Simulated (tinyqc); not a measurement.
Threshold of a short bulk MOSFET: charge sharing, barrier lowering, narrow width: two steps of the calculation.

n-channel device on a p-type body, depletion approximation, full ionisation. Uniform doping N = Na. Vbi from Boltzmann statistics is rough for the degenerate source. Cox = eps0 eox/tox.

Parameters, values chosen for the exercise; band and dielectric values close to those of silicon:
- T = 350 K (temperature)
- Eg = 1.13 eV (band gap)
- eps_r = 11.7 (relative permittivity)
- Nc = 3.57e19 cm^-3 (conduction-band density of states at T)
- Nv = 3.36e19 cm^-3 (valence-band density of states at T)
- eox = 3.9 (relative permittivity of the gate insulator (close to silicon dioxide))
- tox = 4.8 nm (insulator thickness)
- Na = 9.7e17 cm^-3 (channel doping)
- Nsd = 1e20 cm^-3 (source and drain doping)
- Vfb = -0.79 V (flat-band voltage for the doping Na)
- xj = 15 nm (junction depth)
- Vbs = -1 V (body-source voltage)
- Vds = 1 V (drain-source voltage)
- W = 1300 nm (gate width)
- xw = 0 (shape factor of the fringing depletion at the width edges)
- L = 110 nm (channel length)

Constants: q = 1.602176634e-19 C, kB = 1.380649e-23 J/K, Vt = kB T/q, eps0 = 8.8541878128e-14 F/cm where lengths are in cm. Results are converted to the units shown.

Problem 1. Long-channel threshold and scales. ni = sqrt(Nc Nv) exp(-Eg/(2 Vt)), Eg in volts; 2 pB = 2 Vt ln(N/ni); flat band Vfb - Vt ln(N/Na); Wd = sqrt(2 eps0 eps_r (2 pB - Vbs)/(q N)); body term q N Wd/Cox; long-channel VT0 = flat band + 2 pB + body term; Vbi = Vt ln(N Nsd/ni^2); scale length l = sqrt((eps_r/eox) tox Wd).

Find: N; 2 pB; flat band; Wd; body term; VT0; Vbi; l.

Solution 1.

N = 9.700e17 cm^-3
2 pB = 0.9143 V
flat band = -0.7900 V
Wd = 50.52 nm
body term = 1.091 V
VT0 = 1.216 V
Vbi = 1.054 V
l = 26.97 nm

Problem 2. Short-channel and narrow-width shifts. Charge sharing (trapezoid; it ignores Vds): F = (xj/L)(sqrt(1 + 2 Wd/xj) - 1), lowering = body term times F. Barrier lowering: th = exp(-L/(2 l)) + 2 exp(-L/l), lowering = th [2 (Vbi - 2 pB) + Vds], DIBL = th. Narrow width: rise = body term times xw Wd/W. VT by each model = VT0 - lowering + rise.

2 pB = 0.91433328 V
Wd = 50.518449 nm
body term = 1.0913399 V
VT0 = 1.2156732 V
Vbi = 1.0541470 V
l = 26.971571 nm

Give: F; lowering by charge sharing; th; lowering of the barrier; DIBL; narrow-width rise; VT, charge sharing; VT, barrier lowering.

Solution 2.

F = 0.24291
lowering by charge sharing = 265.10 mV
th = 0.16400
lowering of the barrier = 209.87 mV
DIBL = 164.00 mV/V
narrow-width rise = 0 mV
VT, charge sharing = 0.95058 V
VT, barrier lowering = 1.0058 V

L is 4.08 scale lengths. The charge-sharing lowering is 26 % above the barrier lowering; the first falls off as 1/L and the second exponentially. Both describe the same loss of gate control, so they are alternatives and are not added.

Program tinyqc, `OMP_NUM_THREADS=1 python tinyqc.py 2002158 2002159 out.jsonl`; Intel Xeon 2.30GHz, shared host, one thread, about 0.01 s.
